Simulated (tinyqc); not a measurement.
Inside a calculation. Method: G0W0 on RHF in the 6-311g basis, for H2, spin multiplicity 1. One step of it, computed by the program tinyqc.

Problem. G0W0 on Hartree-Fock: HOMO. W(p,q,m) = sqrt2 sum_ia (pq|ia) (X+Y)_ia,m; Sigma_c(x) = sum_(i,m) W^2/(x - e_i + w_m) + sum_(a,m) W^2/(x - e_a - w_m); solve x = e_p + Sigma_c(x) by Newton steps; Z = 1/(1 - dSigma/dx); 1 hartree = 27.211386 eV.

orbital energies (hartree): [-0.619696, 0.179535, 0.300258, 0.685577, 2.309908, 2.866361]

Two-electron integrals over orbitals (pq|rs), unique and non-zero (hartree):
```
(11|11) 0.679653    (21|21) 0.037798    (22|11) 0.339382    (22|22) 0.293090
(31|11) -0.139190   (31|22) -0.020524   (31|31) 0.054477    (32|21) 0.024245
(32|32) 0.043705    (33|11) 0.366974    (33|22) 0.271655    (33|31) -0.033786
(33|33) 0.282144    (41|21) -0.056783   (41|32) -0.013821   (41|41) 0.104949
(42|11) -0.131126   (42|22) -0.039550   (42|31) 0.034494    (42|33) -0.043041
(42|42) 0.048346    (43|21) 0.022820    (43|32) 0.017044    (43|41) -0.035294
(43|43) 0.020522    (44|11) 0.516929    (44|22) 0.322426    (44|31) -0.080215
(44|33) 0.316202    (44|42) -0.100378   (44|44) 0.448991    (51|11) -0.113468
(51|22) -0.007031   (51|31) 0.056912    (51|33) -0.025153   (51|42) 0.021023
(51|44) -0.054604   (51|51) 0.100996    (52|21) 0.002940    (52|32) 0.001176
(52|41) -0.002188   (52|43) -0.005110   (52|52) 0.008750    (53|11) 0.121267
(53|22) 0.027833    (53|31) -0.041461   (53|33) 0.036278    (53|42) -0.031752
(53|44) 0.074273    (53|51) -0.049985   (53|53) 0.039175    (54|21) -0.006139
(54|32) -0.021814   (54|41) -0.007849   (54|43) 0.002829    (54|52) -0.012511
(54|54) 0.035007    (55|11) 0.658788    (55|22) 0.327828    (55|31) -0.136525
(55|33) 0.359693    (55|42) -0.121502   (55|44) 0.494442    (55|51) -0.138255
(55|53) 0.128211    (55|55) 0.673607    (61|21) -0.028123   (61|32) 0.010894
(61|41) 0.071454    (61|43) -0.029915   (61|52) 0.017904    (61|54) -0.047599
(61|61) 0.107444    (62|11) -0.022933   (62|22) 0.012037    (62|31) 0.018508
(62|33) 0.001498    (62|42) -2.12e-06   (62|44) -0.004087   (62|51) 0.031687
(62|53) -0.011964   (62|55) -0.030918   (62|62) 0.016806    (63|21) 0.026284
(63|32) 0.002985    (63|41) -0.051555   (63|43) 0.017806    (63|52) -0.003404
(63|54) 0.016466    (63|61) -0.052648   (63|63) 0.033132    (64|11) 0.154991
(64|22) 0.019062    (64|31) -0.061706   (64|33) 0.040649    (64|42) -0.037726
(64|44) 0.089942    (64|51) -0.081103   (64|53) 0.050904    (64|55) 0.166119
(64|62) -0.029943   (64|64) 0.088630    (65|21) 0.066132    (65|32) 0.014319
(65|41) -0.125994   (65|43) 0.050030    (65|52) -0.014781   (65|54) 0.044243
(65|61) -0.138897   (65|63) 0.082805    (65|65) 0.223247    (66|11) 0.724885
(66|22) 0.347669    (66|31) -0.164865   (66|33) 0.374686    (66|42) -0.143490
(66|44) 0.550453    (66|51) -0.190319   (66|53) 0.155295    (66|55) 0.750387
(66|62) -0.046043   (66|64) 0.215403    (66|66) 0.879979
```

excitation energies w (hartree): [0.850690, 1.015279, 1.500671, 3.127632, 3.699518]

X + Y, order 1>2, 1>3, 1>4, 1>5, 1>6:
```
[[0.958697, 0.000000, -0.106969, 0.000000, -0.007188],
 [0.000000, 0.951028, 0.000000, 0.023182, 0.000000],
 [0.182339, 0.000000, 0.921114, 0.000000, 0.031808],
 [0.000000, -0.072609, 0.000000, 0.966940, 0.000000],
 [0.015028, 0.000000, -0.084194, 0.000000, 0.969213]]
```

Give: The 12 largest terms at x = e_p; Newton steps; quasiparticle energy of the HOMO; Hartree-Fock value.

Solution.

The 12 largest terms at x = e_p (hartree; W for the signs of X + Y given):
```
q  m       W       term
1  2  -0.176      0.030
1  4  -0.160      0.008
4  3   0.137     -0.007
5  4   0.140  -3.23e-03
6  5   0.151  -3.16e-03
2  3  -0.076  -2.53e-03
3  2   0.067  -2.35e-03
4  5   0.103  -2.13e-03
3  4   0.080  -1.57e-03
6  3   0.085  -1.43e-03
5  2   0.066  -1.11e-03
4  1  -0.048  -1.09e-03
```

Newton steps (hartree):
```
step       x  Sigma_c(x)      Z
0     -0.620       0.012  0.961
1     -0.608       0.012  0.962
2     -0.608       0.012  0.962
```

quasiparticle energy of the HOMO = -16.549 eV

Hartree-Fock value = -16.863 eV
